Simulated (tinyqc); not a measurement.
# Worked calculation: nanowire ballistic transistor, top-of-the-barrier model

Program tinyqc, `OMP_NUM_THREADS=1 python tinyqc.py 2400037 2400038 out.jsonl`; Intel Xeon 2.30GHz, shared host, one thread, about 0.07 s. Printed values are rounded.

At the top of the source barrier, states moving towards the drain are filled by the source (Fermi level 0) and states moving back by the drain (Fermi level -q Vd); nothing scatters. U is the shift of the band edge there, set by the capacitances CG, CD and CS (the total) and by the charge. Parabolic one-dimensional subbands; the source is grounded.

Values chosen for this exercise; mass and valleys made up: temperature T = 300 K; effective mass m = 0.234 m0; valley degeneracy gv = 4; relative permittivity of the gate insulator eox = 16; insulator thickness tox = 3.9 nm; wire diameter d = 6 nm; offset of a second subband (0: none) dE = 0.27 eV; gate control CG/CS aG = 0.87; drain control CD/CS aD = 0.041; band edge at the barrier top above the source Fermi level at zero bias E0 = 0.28 eV; gate voltage Vg = 0.6 V; drain voltage Vd = 0.05 V.

Constants: q = 1.602176634e-19 C, kB = 1.380649e-23 J/K, hbar = 1.054571817e-34 J s, h = 6.62607015e-34 J s, m0 = 9.1093837015e-31 kg, Vt = kB T/q, eps0 = 8.8541878128e-14 F/cm where lengths are in cm. Results are converted to the units shown.

## Density of states, capacitances and charge at zero bias

N0 = gv sqrt(2 m kB T/pi)/hbar, CG = 2 pi eps0 eox/ln(1 + 2 tox/d), CS = CG/aG, n0 = n at U = 0 and Vd = 0. eta1 = -(E0 + U)/Vt, eta2 = eta1 - Vd/Vt, n = (N0/2)[F_(-1/2)(eta1) + F_(-1/2)(eta2)], F_(-1/2)(x) = (1/sqrt(pi)) int_0^infinity u^(-1/2)/(1 + exp(u - x)) du. Each F is summed over the two subbands, F(eta) + F(eta - dE/Vt), which share the mass. UL = -(aG Vg + aD Vd).

N0 = 8.99246e6 cm^-1
CG = 10.6869 pF/cm
CS = 12.2838 pF/cm
n0 = 177.866 cm^-1
UL = -0.524050 eV

## Iteration 1: self-consistent potential at the barrier top

U at the start (U = UL) = -0.524050 eV

eta1 = -(E0 + U)/Vt, eta2 = eta1 - Vd/Vt, n = (N0/2)[F_(-1/2)(eta1) + F_(-1/2)(eta2)], F_(-1/2)(x) = (1/sqrt(pi)) int_0^infinity u^(-1/2)/(1 + exp(u - x)) du. Each F is summed over the two subbands, F(eta) + F(eta - dE/Vt), which share the mass. U(out) = UL + q (n - n0)/CS. U(new) = U + 0.5 (U(out) - U).

eta1 = 9.44028
eta2 = 7.50619
n = 3.08470e7 cm^-1
U(out) = -0.121714 eV
U after iteration 1 = -0.322882 eV

## Iteration 2: self-consistent potential at the barrier top

As before.

eta1 = 1.65874
eta2 = -0.275345
n = 8.20075e6 cm^-1
U(out) = -0.417090 eV
U after iteration 2 = -0.369986 eV

## Course of the iteration: self-consistent potential at the barrier top

Stop when U changes by less than 1e-9 eV, or after 90 iterations.

Course of the iteration:
```
iteration     U (eV)  |change| (eV)
1          -0.322882          0.201
2          -0.369986         0.0471
3          -0.350527         0.0195
4          -0.358422        7.89e-3
5          -0.355100        3.32e-3
6          -0.356483        1.38e-3
7          -0.355905        5.79e-4
8          -0.356146        2.42e-4
9          -0.356045        1.01e-4
...              ...            ...
15         -0.356075        5.39e-7
16         -0.356075        2.25e-7
17         -0.356075        9.41e-8
18         -0.356075        3.93e-8
19         -0.356075        1.64e-8
20         -0.356075        6.87e-9
21         -0.356075        2.87e-9
22         -0.356075        1.20e-9
23         -0.356075       5.01e-10
```

Converged in 23 iterations. At the end each change is about 0.42 times the one before, with alternating sign: linear convergence.

## Current, mean velocity and share of the gate voltage

converged U = -0.356075 eV

N0 = gv sqrt(2 m kB T/pi)/hbar, CG = 2 pi eps0 eox/ln(1 + 2 tox/d), CS = CG/aG, n0 = n at U = 0 and Vd = 0. eta1 = -(E0 + U)/Vt, eta2 = eta1 - Vd/Vt, n = (N0/2)[F_(-1/2)(eta1) + F_(-1/2)(eta2)], F_(-1/2)(x) = (1/sqrt(pi)) int_0^infinity u^(-1/2)/(1 + exp(u - x)) du. Each F is summed over the two subbands, F(eta) + F(eta - dE/Vt), which share the mass. I = gv (2 q^2/h) Vt [ln(1 + exp eta1) - ln(1 + exp eta2)], summed over both subbands. Mean velocity I/(q n). CQ = (q/Vt) dn/d(eta1); the band edge follows the gate as -dU/dVg = aG/(1 + CQ/CS).

eta1 = 2.94272
n = 1.28787e7 cm^-1
I = 13.4203 uA
mean velocity = 6.50398e6 cm/s
CQ = 22.5516 pF/cm
-dU/dVg = 0.306783 eV/V

The carriers from the source are degenerate (eta1 = 2.94), and the mean velocity is 0.585 times vT = sqrt(2 kB T/(pi m)) = 1.11e7 cm/s. The drain fills a good part of the returning states, which lowers the mean.
